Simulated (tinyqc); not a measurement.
Rise against time: self-heating of a transistor with one or more fingers, with temperature-dependent conductivity. Computed by tinyqc, a small Python program. Command: `OMP_NUM_THREADS=1 python tinyqc.py 3011396 3011397 out.jsonl selfheat walk`. One thread of a shared host (Intel(R) Xeon(R) Processor @ 2.30GHz), about 0.07 s of CPU time with the checks.

N long parallel fingers lie on the top face of a slab whose bottom is held at T_0; the top is otherwise insulated, and heat flows in two dimensions. P in W/mm is 1000 P in W/m.

Inputs (values chosen for the exercise, modelled on sapphire):

| quantity | value | unit |
|---|---|---|
| conductivity at the base temperature kappa_0 | 27.4 | W/(m K) |
| power per gate width P | 0.34 | W/mm |
| fingers N | 1 | - |
| finger pitch s | 18 | micrometre |
| width of the heat source w | 0.17 | micrometre |
| substrate thickness t | 180 | micrometre |
| heat capacity C | 3.06 | 1e6 J/(m^3 K) |
| pulse length | 33 | microsecond |

Power: fixed power.

Method:
- A line source of power P on the top face raises the top at distance x by (P/(pi kappa_0)) g(x), g(x) = -ln tanh(pi x/(4 t)) (the image sum for the slab). On a strip of width w the centre sees the mean of g over the strip, g_0 = 1 + ln(8 t/(pi w)) for w much below t.
- theta_i = (P/(pi kappa_0)) [g_0 + sum over j != i of g(|i - j| s)], with equal powers and constant conductivity; thermal resistance = largest theta/P.
- After switching on, theta(tau) = (P D/kappa_0) int_0^tau X(u) Z(u) du at the hottest finger, D = kappa_0/C; X = sum over fingers at distance x of [erf((x + w/2)/r) - erf((x - w/2)/r)]/(2 w), Z = sum_(j=-200..200) (-1)^j exp(-(2 j t/r)^2)/sqrt(pi D u), r = 2 sqrt(D u); trapezoid rule on 300 points evenly spaced in ln u from u_0 = 1e-3 min(tau, w^2/D) to tau, plus the exact piece 2 sqrt(u_0/(pi D))/w below u_0. Conductivity and power are held at their base values here, and Fourier's law is used even where the diffusion length is near a phonon free path.

diffusivity D = 8.95425 micrometre^2/microsecond

theta of each finger (K): 35.1520

largest theta = 35.1520 K

Heating curve:

| time (microsecond) | sqrt(D time) (micrometre) | rise (K) | share of the steady rise |
|---|---|---|---|
| 0.0036 | 0.17954 | 8.5378 | 0.2429 |
| 0.036 | 0.56776 | 13.052 | 0.3713 |
| 0.36 | 1.7954 | 17.596 | 0.5006 |
| 3.6 | 5.6776 | 22.143 | 0.6299 |
| 36 | 17.954 | 26.691 | 0.7593 |
| 180 | 40.147 | 29.869 | 0.8497 |
| 720 | 80.294 | 32.603 | 0.9275 |
| 2200 | 140.35 | 34.494 | 0.9813 |
| 5400 | 219.89 | 35.099 | 0.9985 |

Half the steady rise is reached between 0.036 and 0.36 microseconds, and the last row holds 99.9 % of it; the slowest time constant is 4 t^2/(pi^2 D) = 1470 microseconds. While the diffusion length lies between w and the pitch or thickness, the rise grows as the logarithm of time.

Extremes, crossings and ranges named in words are read from the listed rows.
